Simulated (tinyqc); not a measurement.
Quantum-confined Stark effect in a modulator well: one step. Contrast at the operating point. Five cases, with inputs chosen for the exercise.

Task: With a Gaussian line of half width G, the absorption at E_op = line(0) - dE is proportional to strength x exp(-ln2 ((E_op - line)/G)^2); continuum absorption is left out. Give it at both fields, relative to the zero-field peak.

Constants: hc = 1239.841984 eV nm.

Case 1.

Values chosen (out of a larger set: near those of an InGaAs well in InAlAs; not measured data): dE = 19 meV (operating point below the zero-field line); G = 4 meV (half width of the exciton line).

Results:
```
F (kV/cm)  lam (angstrom)  Eb (meV)  line (eV)        nm  overlap^2/lam^2 (1e-4/angstrom^2)
0.00              180.467    5.4739   0.800628  1548.586                           0.300894
94.00             197.915    4.8983   0.783403  1582.636                           0.131998
```

Case 2.

Values chosen (out of a larger set: near those of a GaAs well in AlGaAs; not measured data): dE = 13 meV (operating point below the zero-field line); G = 6 meV (half width of the exciton line).

Results:
```
F (kV/cm)  lam (angstrom)  Eb (meV)  line (eV)       nm  overlap^2/lam^2 (1e-4/angstrom^2)
0.00              110.947    9.6899   1.454919  852.173                           0.793473
71.00             114.848    9.2820   1.449938  855.100                           0.627127
```

Case 3.

Values chosen (out of a larger set: near those of an InGaAs well in InAlAs; not measured data): dE = 19 meV (operating point below the zero-field line); G = 10 meV (half width of the exciton line).

Results:
```
F (kV/cm)  lam (angstrom)  Eb (meV)  line (eV)        nm  overlap^2/lam^2 (1e-4/angstrom^2)
0.00              176.876    5.5850   0.821198  1509.796                           0.314997
113.00            197.478    4.8927   0.798525  1552.665                           0.115754
```

Case 4.

Values chosen (out of a larger set: near those of a Ge well in SiGe, direct gap; not measured data): dE = 15 meV (operating point below the zero-field line); G = 6 meV (half width of the exciton line).

Results:
```
F (kV/cm)  lam (angstrom)  Eb (meV)  line (eV)        nm  overlap^2/lam^2 (1e-4/angstrom^2)
0.00              231.497    3.8150   0.878502  1411.314                           0.186244
55.00             256.750    3.3675   0.864849  1433.593                           0.077913
```

Case 5.

Values chosen (out of a larger set: near those of an InGaAsP well in InP; not measured data): dE = 7 meV (operating point below the zero-field line); G = 4 meV (half width of the exciton line).

Results:
```
F (kV/cm)  lam (angstrom)  Eb (meV)  line (eV)        nm  overlap^2/lam^2 (1e-4/angstrom^2)
0.00              154.914    6.5824   0.922029  1344.689                           0.389123
56.00             159.006    6.3757   0.917819  1350.857                           0.320148
```

Give: E_op; wavelength; absorption without and with the field.

Result:

Case 1.

E_op = 0.7816 eV
wavelength = 1586.2 nm

absorption without and with the field: 1.6e-07  0.38

The field changes the absorption by +0.38 of the zero-field peak. With dE above 2G the Gaussian tail at zero field is weak; real tails fall only exponentially and absorb more.

Case 2.

E_op = 1.4419 eV
wavelength = 859.9 nm

absorption without and with the field: 0.039  0.23

The field changes the absorption by +0.19 of the zero-field peak. With dE above 2G the Gaussian tail at zero field is weak; real tails fall only exponentially and absorb more.

Case 3.

E_op = 0.8022 eV
wavelength = 1545.6 nm

absorption without and with the field: 0.082  0.33

The field changes the absorption by +0.25 of the zero-field peak. The zero-field tail still absorbs here, since dE is no more than 2G, which costs insertion loss.

Case 4.

E_op = 0.8635 eV
wavelength = 1435.8 nm

absorption without and with the field: 0.013  0.40

The field changes the absorption by +0.39 of the zero-field peak. With dE above 2G the Gaussian tail at zero field is weak; real tails fall only exponentially and absorb more.

Case 5.

E_op = 0.9150 eV
wavelength = 1355.0 nm

absorption without and with the field: 0.12  0.59

The field changes the absorption by +0.47 of the zero-field peak. The zero-field tail still absorbs here, since dE is no more than 2G, which costs insertion loss.

Computed by tinyqc, one run a case: `OMP_NUM_THREADS=1 python tinyqc.py N N+1 out.jsonl` with N = 1251644, 1251831, 1251966, 1252175, 1252188; one thread of a shared Intel(R) Xeon(R) Processor @ 2.30GHz, about 0.2 s a run at most.
